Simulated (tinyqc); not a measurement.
Worked calculation: shallow acceptor in the spherical model (Baldereschi-Lipari), strong spin-orbit limit. Computed by tinyqc, a small Python program that keeps every step. Command: `OMP_NUM_THREADS=1 python tinyqc.py 3011151 3011152 out.jsonl acceptor walk`. One thread of a shared host (Intel(R) Xeon(R) Processor @ 2.30GHz), about 0.01 s of CPU time with the checks. Intermediate numbers are printed to about 6 digits and carried at full precision; extremes and crossings named in words are read from the listed rows.

The 1S(3/2) state has an s envelope f(r) and a d envelope g(r). In effective units they obey -(f'' + 2f'/r + 2f/r) + mu (g'' + 5g'/r + 3g/r^2) = E f and -(g'' + 2g'/r - 6g/r^2 + 2g/r) + mu (f'' - f'/r) = E g. The cubic term, the split-off band and the central cell are left out.

Inputs (values chosen for the exercise, modelled on GaP):
```
quantity                  value  unit
Luttinger gamma_1          4.06     -
Luttinger gamma_2         0.497     -
Luttinger gamma_3          1.23     -
dielectric constant eps      11     -
spin-orbit gap Delta_so    81.3   meV
functions per channel n       2     -
smallest exponent zeta_1      1  1/a*
ratio beta of exponents     2.6     -
```

Constants: Ry = 13.605693123 eV; a_0 = 0.529177210903 angstrom.

## Effective units and couplings

Ry* = Ry/(gamma_1 eps^2), a* = a_0 eps gamma_1, mu = (6 gamma_3 + 4 gamma_2)/(5 gamma_1), delta = (gamma_3 - gamma_2)/gamma_1; spherical masses 1/(gamma_1 (1 - mu)) (heavy) and 1/(gamma_1 (1 + mu)) (light).

Ry* = 27.6955 meV

a* = 23.6331 angstrom

mu = 0.461478

delta = 0.180542

heavy-hole mass = 0.457373 m_0

light-hole mass = 0.168532 m_0

Caution: gamma_3 and gamma_2 differ by more than 0.17 gamma_1: band warping, left out here, adds several per cent to the binding.

## Matrices in a small basis

zeta_i = zeta_1 beta^(i-1), i = 1..n, in both channels. Basis: f_i = exp(-zeta_i r), g_i = r exp(-zeta_i r), weight r^2 dr, s = zeta_i + zeta_j. S_ff = 2/s^3, H_ff = zeta_i zeta_j S_ff - 2/s^2; S_gg = 24/s^5, H_gg = 8/s^3 + 24 zeta_i zeta_j/s^5 - 12/s^4; H(f_i, g_j) = mu (6 zeta_i^2/s^4 + 2 zeta_i/s^3); S_fg = 0. Each function is normalised by sqrt(S_ii).

H (Ry*), lower triangle (symmetric):
```
           f1       f2       g1       g2
f1         -1
f2  -0.718857     1.56
g1   0.666086  1.57692  1.33333
g2   0.912951  4.50274  2.95353  13.1733
```

S, lower triangle (symmetric):
```
         f1       f2       g1       g2
f1  1.00000
f2  0.71886  1.00000
g1  0.00000  0.00000  1.00000
g2  0.00000  0.00000  0.57686  1.00000
```

## Lowest level in the small basis

H c = E S c with c^T S c = 1 and the largest component positive; the d weight is the part of the norm in g.

E = -1.22071 Ry*

coefficients: f1 0.835139, f2 0.161165, g1 -0.266081, g2 -0.035770

d weight = 0.0830593

## Converged levels

Large basis: zeta_i = 0.08 x 1.55^(i-1), i = 1..20 in each channel; overlap eigenvalues below 1e-11 are dropped. Binding energies are -E Ry*; the mass that fits is E(1S) eps^2/Ry.

1S(3/2) binding in Ry* = 1.24247

1S(3/2) binding energy = 34.4109 meV

2S(3/2) binding energy = 9.36708 meV

d weight of 1S(3/2) = 0.0930047

Hydrogenic mass that fits = 0.306027 m_0

The small basis recovers 98.2 % of the binding. The ratio 2S/1S is 0.272 against the hydrogenic 0.25. The fitted mass is 67 % of the heavy-hole mass. Caution: the binding exceeds a fifth of the spin-orbit gap Delta_so, so the split-off band, left out, matters.

## One mass for the acceptor?

Hydrogenic binding Ry m/eps^2; the density-of-states mass is (m_H^(3/2) + m_L^(3/2))^(2/3); errors are against the large basis.

1S binding energy:
```
mass                     value (m_0)  binding (meV)  error (%)
light hole                  0.168532        18.9503   -44.9292
1/gamma_1                   0.246305        27.6955   -19.5153
mean of heavy and light     0.312952        35.1895     2.2628
heavy hole                  0.457373        51.4287    49.4548
density of states           0.523256        58.8369    70.9834
```

The coupled result, 34.41 meV, lies between the 1/gamma_1 value (no coupling) and the heavy-hole value; the closest single rule here is "mean of heavy and light", off by +2.3 %.

## Binding against mu

The formulas are those given above.

1S(3/2):
```
mu    binding (Ry*)  d weight  binding x (1 - mu)
0.10        1.00907  0.004236            0.908167
0.14        1.01796  0.008315            0.875445
0.28        1.07637  0.033555            0.774984
0.46        1.24051  0.092391            0.669875
0.50        1.29854  0.109789            0.649270
0.80        2.58020  0.298280            0.516040
0.90        4.76833  0.388180            0.476833
0.95        9.14465  0.440016            0.457233
```

The binding grows from 1.009 to 9.14 Ry*, slowly at first (second order in mu), while the d weight rises to 0.44. The last column, the binding in units of the heavy-hole Rydberg, falls to 0.457, towards about 0.44 as mu tends to 1.

Checks made by the program: mu = 0 against hydrogen, 1 and 1/4 (relative difference 4e-06); the coupling element from the adjoint operator (relative difference below 1e-10).
